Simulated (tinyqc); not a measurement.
## Via and link resistance from two via chains

Inverse problem. A chain of 2000 vias joined by 2000 metal links has R = 2000 (Rv + Rlink), with Rlink proportional to the link length. Find Rv, Rlink for length L, and the value of Rv that the short chain would give if the links were ignored.

resistance of chains of 2000 links with link lengths L and 3 L (ohm): [78000, 1.22e5]

Solution. R per link is a straight line in the link length; its intercept at zero length is Rv.

Rv = 28.0 ohm
Rlink = 11.0 ohm
Rv without correction = 39.0 ohm

Program tinyqc, `OMP_NUM_THREADS=1 python tinyqc.py 2750022 2750023 out.jsonl`; Intel Xeon 2.30GHz, shared host, one thread, about 0.01 s.
